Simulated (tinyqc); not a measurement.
Worked calculation: Pariser-Parr-Pople SCF with singles CI, for the molecule O=c1cccccc1 (SMILES; centres numbered as the heavy atoms are written). One step of it, computed by the program tinyqc.

Task: PPP integrals. Mataga-Nishimoto: gamma = 14.399645/(R + a), a = 2 x 14.399645/(gamma_rr + gamma_ss); H_rr = -W_r - sum_(s != r) z_s gamma_rs; H_rs = beta for bonds.

Centres (angstrom, eV; a flat drawing with bonds scaled to 1.40 angstrom):
```
centre          x          y  core charge z          W   gamma_rr
1O       2.637000   0.000000              1  18.210000  17.430000
2C       1.237000   0.000000              1  10.370000  11.070000
3C       0.629000   1.261000              1  10.370000  11.070000
4C      -0.736000   1.573000              1  10.370000  11.070000
5C      -1.830000   0.700000              1  10.370000  11.070000
6C      -1.830000  -0.700000              1  10.370000  11.070000
7C      -0.736000  -1.573000              1  10.370000  11.070000
8C       0.629000  -1.261000              1  10.370000  11.070000
```

Resonance integrals (eV):
```
i  j       beta
1  2  -2.280000
2  3  -2.300000
3  4  -2.300000
4  5  -2.300000
5  6  -2.300000
6  7  -2.300000
7  8  -2.300000
8  2  -2.300000
```

Give: repulsion gamma_rs; core matrix H.

Result:

repulsion gamma_rs (eV), lower triangle:
```
        1O      2C      3C      4C      5C      6C      7C      8C
1O  17.430
2C   5.974  11.070
3C   4.258   5.332  11.070
4C   3.043   3.766   5.331  11.070
5C   2.603   3.238   3.767   5.332  11.070
6C   2.603   3.238   3.239   3.766   5.332  11.070
7C   3.043   3.766   3.239   3.238   3.766   5.332  11.070
8C   4.258   5.332   3.767   3.239   3.239   3.767   5.331  11.070
```

core matrix H (eV), lower triangle:
```
         1O       2C       3C       4C       5C       6C       7C       8C
1O  -43.992
2C   -2.280  -41.015
3C    0.000   -2.300  -39.302
4C    0.000    0.000   -2.300  -38.085
5C    0.000    0.000    0.000   -2.300  -37.647
6C    0.000    0.000    0.000    0.000   -2.300  -37.647
7C    0.000    0.000    0.000    0.000    0.000   -2.300  -38.085
8C    0.000   -2.300    0.000    0.000    0.000    0.000   -2.300  -39.302
```
